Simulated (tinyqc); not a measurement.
Worked calculation: plane-wave Kohn-Sham cycle with exchange-only LDA in a layered model solid. One step of it, computed by the program tinyqc.

Question. Iteration 2: levels at that k. Diagonalise the Hermitian matrix.

H (hartree):
```
,-2,-1,+0,+1,+2
-2,0.408810,0.166585,-0.015715,0.006949,0.001936
-1,0.166585,-0.063269,0.166585,-0.015715,0.006949
+0,-0.015715,0.166585,-0.220629,0.166585,-0.015715
+1,0.006949,-0.015715,0.166585,-0.063269,0.166585
+2,0.001936,0.006949,-0.015715,0.166585,0.408810
```

Give: eigenvalues.

Answer.

eigenvalues (hartree): -0.414  -0.098  0.055  0.457  0.470
